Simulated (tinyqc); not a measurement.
Transverse acoustic branch against its sound line: Keating valence-force model of a tetrahedral crystal. Computed by tinyqc, a small Python program. Command: `OMP_NUM_THREADS=1 python tinyqc.py 3005489 3005490 out.jsonl keating walk`. One thread of a shared host (Intel(R) Xeon(R) Processor @ 2.30GHz), about 0.04 s of CPU time with the checks.

Atom A sits at 0 and atom B at a/4 (1,1,1) of an fcc lattice; the four bonds from A are t = a/4 (1,1,1), a/4 (1,-1,-1), a/4 (-1,1,-1), a/4 (-1,-1,1), of length d = sqrt(3) a/4. Energy: E = (3 alpha/(8 d^2)) sum over bonds (r.r - d^2)^2 + (3 beta/(8 d^2)) sum over pairs of bonds at one atom (r_i.r_j + d^2/3)^2, with beta_A for the six pairs at A and beta_B for the six at B. The cell holds two atoms, Omega = a^3/4. 1 N/m = 1 J/m^2. With constants fitted to the elastic moduli this model puts optical and zone-boundary frequencies of real crystals too high, by up to about 20 % in elemental crystals and up to about 50 % in compounds, and mostly by more for TA modes; in compounds the lattice part of the static dielectric constant then comes out too low.

Inputs (values chosen for the exercise, modelled on cubic gallium nitride):

| quantity | value | unit |
|---|---|---|
| lattice constant a | 4.52 | angstrom |
| mass M_A | 69.72 | u |
| mass M_B | 14.007 | u |
| bond stretching alpha | 80.1 | N/m |
| bond bending beta_A | 16.3 | N/m |
| bond bending beta_B | 15.8 | N/m |

Structure: zinc blende.

Constants: nu for 1 eV/(angstrom^2 u) = 15.6333042 THz; 1 eV/angstrom^2 = 16.02176634 J/m^2; u = 1.6605390666e-27 kg.

Method:
- beta = (beta_A + beta_B)/2; C11 = (alpha + 3 beta)/a, C12 = (alpha - beta)/a, C44 = 4 alpha beta/(a (alpha + beta)); with the two sublattices clamped C44(0) = (alpha + beta)/a; internal-strain parameter zeta = (alpha - beta)/(alpha + beta); B = (C11 + 2 C12)/3.
- With displacements u exp(i q.r), each bracket changes by g.u, where g = (g_A, g_B): bond t, g = (-2 t, 2 t exp(i q.t)); pair (i, j) at A, g = (-(t_i + t_j), t_i exp(i q.t_j) + t_j exp(i q.t_i)); pair at B, g = (-t_i exp(-i q.t_j) - t_j exp(-i q.t_i), t_i + t_j). Then D_mn = sum over the 4 bonds and 12 pairs of (4 k/a^2) conj(g_m) g_n / sqrt(M_m M_n), with k = alpha or beta converted to eV/angstrom^2. Only the short-range forces enter; the Coulomb field of the charges is left out.
- An eigenvalue lambda of D in eV/(angstrom^2 u) gives nu = 15.6333042 THz x sqrt(lambda).
- The sound line is nu = v q/(2 pi) with v = sqrt(C44/rho), rho = (M_A + M_B)/Omega; the clamped line uses C44(0).

C44 = 118.326 GPa

clamped C44(0) = 212.721 GPa

Frequencies (THz) along G-X:

| q (2 pi/a) | lowest branch | sound line, relaxed C44 | sound line, clamped C44(0) | third-lowest frequency | highest frequency |
|---|---|---|---|---|---|
| 0.05 | 0.4899 | 0.4903 | 0.657 | 0.7586 | 22.426 |
| 0.15 | 1.4605 | 1.4710 | 1.972 | 2.2592 | 22.417 |
| 0.30 | 2.8576 | 2.9420 | 3.945 | 4.4070 | 22.384 |
| 0.45 | 4.1250 | 4.4130 | 5.917 | 6.3336 | 22.331 |
| 0.60 | 5.1918 | 5.8840 | 7.889 | 7.9332 | 22.262 |
| 0.75 | 5.9849 | 7.3550 | 9.862 | 9.1068 | 22.192 |
| 0.90 | 6.4371 | 8.8260 | 11.834 | 9.7694 | 22.143 |
| 1.00 | 6.5254 | 9.8067 | 13.149 | 9.8983 | 22.133 |

What follows from these numbers?

At small q the branch follows the relaxed line (0.999 of it, against 0.745 of the clamped one): in a long shear wave the sublattices shift against each other. At X it reaches 67 % of the relaxed line. Real tetrahedral semiconductors have flatter TA branches than a Keating model fitted to their elastic constants, which needs longer-ranged terms to mend.

Extremes, crossings and ranges named in words are read from the listed rows.
